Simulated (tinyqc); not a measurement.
Bandgap voltage reference from two bipolar transistors: one step of the calculation.

Two transistors of area 1 and N carry the same current I. Is(T) = Is (T/T0)^eta exp[(Vg0 q/kB)(1/T0 - 1/T)], VBE1 = Vt ln(I/Is(T)) + I rb, VBE2 = Vt ln(I/(N Is(T))) + I rb/N. The amplifier forces I R1(T) = VBE1 - VBE2 + Vos, with R(T) = R (1 + tc (T - T0)) for both resistors, and the output is Vref = VBE1 + I R2(T). Base currents and the Early effect are neglected.

Problem. Operating point at the reference temperature. Vt = kB T/q; I = (Vt ln N + Vos)/(R1(T) - rb (1 - 1/N)). Evaluate at T = T0.

Inputs (values chosen for the exercise); values of the order met in silicon bipolar transistors: reference temperature T0 = 300 K; band-gap voltage extrapolated to 0 K Vg0 = 1.176 V; temperature exponent of the saturation current eta = 3.5; saturation current of the unit transistor at T0 Is = 1.9e-16 A; area ratio of the second transistor N = 24; resistor across which the difference of VBE falls, at T0 R1 = 14 kohm; temperature coefficient of both resistors tc = 0 ppm/K; offset of the amplifier Vos = -0.8 mV; series resistance of the unit transistor rb = 0 ohm; output resistor at T0 R2 = 99.75 kohm.

Constants: q = 1.602176634e-19 C, kB = 1.380649e-23 J/K. Results are converted to the units shown.

Give: Vt; I; Is(T); VBE1; I R2; Vref.

Solution.

Vt = 0.025852 V
I = 5.8114 uA
Is(T) = 1.9000e-16 A
VBE1 = 0.62417 V
I R2 = 0.57968 V
Vref = 1.2038 V

Computed by the program tinyqc: `OMP_NUM_THREADS=1 python tinyqc.py 2062085 2062086 out.jsonl`, one thread of a shared Intel Xeon 2.30GHz, about 0.03 s for the whole run.
